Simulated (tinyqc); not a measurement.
Comparisons within one model: two-dimensional electron gas with Rashba and Dresselhaus coupling. A value that a table varies takes the place of the one given here.

H = c k^2/m + al (ky sx - kx sy) + b1 (kx sx - ky sy) + gam kx ky (kx sy - ky sx), s the Pauli matrices, x = [100], c = hbar^2/2m0, b1 = gam (pi/L)^2 (hard walls). H = c k^2/m + B.s, so E = c k^2/m -/+ |B| and the lower state has its spin along -B.

Constants: hbar^2/2m0 = 3.80998211 eV angstrom^2.

Values chosen for the exercise (of the size met in InAs; the results hold for these values, not for the real material): m = 0.0268 m0 (mass); al = 0.35 eV angstrom (Rashba constant); gam = 26.8 eV angstrom^3 (bulk Dresselhaus constant); L = 245 angstrom (width of the (001) well); n = 6.7 1e11/cm^2 (sheet density (one subband filled)).

## Splitting and spin direction around the circle

At |k| = k0 = sqrt(2 pi n), 1e11/cm^2 = 1e-5/angstrom^2.

Around the circle:
```
phi (deg)  Bx (meV)  By (meV)  splitting (meV)  lower spin (deg)
0.0          0.0904   -7.1812          14.3635              90.7
22.5         2.8003   -6.5935          14.3271             113.0
45.0         5.0599   -5.0599          14.3117             135.0
67.5         6.5935   -2.8003          14.3271             157.0
90.0         7.1812   -0.0904          14.3635             179.3
112.5        6.6756    2.6959          14.3987            -158.0
135.0        5.0958    5.0958          14.4130            -135.0
157.5        2.6959    6.6756          14.3987            -112.0
```

The splitting runs from 14.3117 meV at 45 to 14.4130 meV at 135 degrees. Along [110] it is 2 k |al + b1 - 2 b3| and along [-110] 2 k |al - b1 + 2 b3|, b3 = gam k^2/4. From 0 to 90 degrees the spin turns with k (+89 degrees), the sense of the Rashba term.

## What each parameter does

Splittings 2|B| at k0 = sqrt(2 pi n) along [100], [110] and [-110], and E0 = c k0^2/m; 1e11/cm^2 = 1e-5/angstrom^2. Each row changes one parameter from the base and keeps the others.

Results:
```
case                       [100] (meV)  [110] (meV)  [-110] (meV)  E0 (meV)
base                           14.3635      14.3117       14.4130     59.85
m = 0.02948 m0                 14.3635      14.3117       14.4130     54.41
al = 0.42 eV angstrom          17.2358      17.1842       17.2855     59.85
gam = 32.16 eV angstrom^3      14.3640      14.3016       14.4231     59.85
L = 265 angstrom               14.3632      14.2854       14.4393     59.85
n = 10.05 1e11/cm^2            17.5916      17.3864       17.7940     89.77
```

The largest shifts from the base row, up to three for each result and ties (the steps differ in size, so this ranks the rows, not the parameters). [100] (meV): n +3.2281, al +2.8723, gam +0.0005; unchanged at the printed digits by m. [110] (meV): n +3.0747, al +2.8725, L -0.0263; unchanged at the printed digits by m. [-110] (meV): n +3.3810, al +2.8725, L +0.0263; unchanged at the printed digits by m. E0 (meV): n +29.92, m -5.44; unchanged at the printed digits by al, gam and L.

Program tinyqc; command `OMP_NUM_THREADS=1 python tinyqc.py 1450997 1450998 out.jsonl`; about 0.01 s on one thread of a shared Intel(R) Xeon(R) Processor @ 2.30GHz.
